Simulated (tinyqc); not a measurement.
Mass and gap go together: armchair graphene nanoribbon in tight binding.

An armchair ribbon of N dimer lines, width (N - 1) sqrt3 acc/2, period 3 acc, one pz orbital a site. In line n, A_n binds to B_n with -t exp(ik/3), times (1 + d) in the two edge lines, and to B_(n-1) and B_(n+1) with -t exp(-ik/6); k runs from -pi to pi. For d = 0 the modes across the ribbon are sin(n p pi/(N + 1)), p = 1 to N, with E = -/+ t sqrt(1 + 4 c^2 + 4 c cos(k/2)), c = cos(p pi/(N + 1)).

Constants: hbar^2/2m0 = 3.80998211 eV angstrom^2.

Inputs chosen for the exercise (near those used for graphene; not measured data): t = 2.96 eV (hopping); acc = 1.42 angstrom (bond length); d1 = 0.1 (edge correction); N0 = 20 (first width).

Nine widths from N0 on. Lowest conduction band for d = d1: m/m0 = c q^2/(E(q) - E(0)) with q = h/(3 acc), h = 0.001, c = hbar^2/2m0. Dirac rule: m = Eg/(2 v^2), that is m/m0 = c Eg/(hbar v)^2 with hbar v = 3 t acc/2.

Masses:

| N | gap (eV) | mass (m0) | Dirac rule (m0) |
|---|---|---|---|
| 20 | 0.0810 | 0.0077 | 0.0078 |
| 21 | 0.4085 | 0.0358 | 0.0392 |
| 22 | 0.5507 | 0.0567 | 0.0528 |
| 23 | 0.0708 | 0.0067 | 0.0068 |
| 24 | 0.3598 | 0.0319 | 0.0345 |
| 25 | 0.4861 | 0.0496 | 0.0466 |
| 26 | 0.0629 | 0.0060 | 0.0060 |
| 27 | 0.3215 | 0.0287 | 0.0308 |
| 28 | 0.4351 | 0.0441 | 0.0417 |

The ratio of mass to the Dirac rule runs from 0.91 (N = 21) to 1.07 (N = 22). Its mean is 0.92 for N = 3p, 1.07 for 3p+1 and 0.99 for 3p+2: the lowest modes of 3p and 3p+1 lie on opposite sides of the Dirac point, where the velocity along the ribbon differs. The largest gap (N = 22) and the heaviest mass (N = 22) belong to one ribbon.

(tinyqc, `OMP_NUM_THREADS=1 python tinyqc.py 1452721 1452722 out.jsonl`, Intel(R) Xeon(R) Processor @ 2.30GHz, 1 thread, shared host, about 0.04 s.)
